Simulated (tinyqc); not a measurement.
Born-Mayer model of an ionic crystal AB: one step, computed by the program tinyqc. Command: `OMP_NUM_THREADS=1 python tinyqc.py 3002601 3002602 out.jsonl bornmayer walk`. One thread of a shared host (Intel(R) Xeon(R) Processor @ 2.30GHz), about 0.01 s of CPU time with the checks.

Energies are per ion pair and r is the nearest distance of unlike ions.

Problem. Under pressure. Madelung constant M, unlike neighbours z1, like neighbours z2 at f r, volume per pair: rock salt 1.747565, 6, 12, sqrt2, 2 r^3; caesium chloride 1.762675, 8, 6, 2/sqrt3, 8 r^3/(3 sqrt3); zinc blende 1.638055, 4, 12, sqrt(8/3), 16 r^3/(3 sqrt3). U(r) = -M z^2 e^2/(4 pi eps_0 r) + z1 lambda exp(-r/rho). With the volume written as c r^3, under pressure take the root at the minimum of the enthalpy and solve U'(r) + 3 c r^2 P = 0; H = U + P V; B = (U'' - 2 U'/r)/(9 c r).

Inputs (values chosen for the exercise, for a model salt):

| quantity | value | unit |
|---|---|---|
| ionic charge z | 1 | - |
| unlike repulsion lambda | 579 | eV |
| range rho | 0.35 | angstrom |
| pressure P | 5 | GPa |

Structure: zinc blende. Short range: nearest neighbours only.

Constants: e^2/(4 pi eps_0) = 14.39964548 eV angstrom; 1 eV/angstrom^3 = 160.2176634 GPa.

Give: distance at P; volume at P; enthalpy at P; bulk modulus at P.

Solution.

distance at P = 2.4751 angstrom

volume at P = 46.690 angstrom^3

enthalpy at P = -6.1071 eV per pair

bulk modulus at P = 33.548 GPa
